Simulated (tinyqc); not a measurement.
Geometry relaxation of a small cluster: one step, computed by the program tinyqc. Command: `OMP_NUM_THREADS=1 python tinyqc.py 3030039 3030040 out.jsonl relax walk`. One thread of a shared host (Intel(R) Xeon(R) Processor @ 2.30GHz), about 0.02 s of CPU time with the checks.

E = sum_i {sum_j A exp(-p (r_ij/r0 - 1)) - xi sqrt(rho_i)}, rho_i = sum_j exp(-2 q (r_ij/r0 - 1)); the force on i is -sum_j w_ij (R_i - R_j)/r_ij with w_ij = -(2p/r0) A exp(-p (r_ij/r0 - 1)) + (xi q/r0) exp(-2 q (r_ij/r0 - 1)) (rho_i^(-1/2) + rho_j^(-1/2)).

Problem. The first two steps. FIRE with unit mass: if F.v > 0, v = (1 - a) v + a |v| F/|F|, and after more than 5 such steps in a row dt = min(1.1 dt, 5 dt0), a = 0.99 a; else v = 0, a = 0.1, and dt = dt/2 (not at the first step). Then v = v + dt F, R(new) = R + dt v. dt0 = sqrt(eta), a = 0.1 at first. No atom moves more than 0.3 angstrom a step (the whole step is scaled). Stop when the largest force component is below 1e-5 eV/angstrom.

Inputs (values chosen for the exercise, for model atoms):
```
quantity         value           unit
length r0         2.47       angstrom
repulsion A       0.15             eV
hopping xi        2.09             eV
decay p           10.9              -
decay q           2.71              -
step factor eta  0.018  angstrom^2/eV
```

Potential: Gupta. Method: FIRE.

starting positions (angstrom):
```
           x      y     z
atom 1  0.02  -0.14  0.02
atom 2  2.11  -0.05     0
atom 3  1.29   2.03  0.12
```

Give: positions after step 1; energy after step 1; positions after step 2; energy after step 2.

Solution.

positions after step 1 (angstrom):
```
            x       y      z
atom 1  0.007  -0.120  0.021
atom 2  2.132  -0.038  0.000
atom 3  1.282   1.998  0.118
```

energy after step 1 = -8.680 eV

positions after step 2 (angstrom):
```
             x       y      z
atom 1  -0.007  -0.079  0.024
atom 2   2.165  -0.021  0.001
atom 3   1.262   1.940  0.116
```

energy after step 2 = -8.816 eV
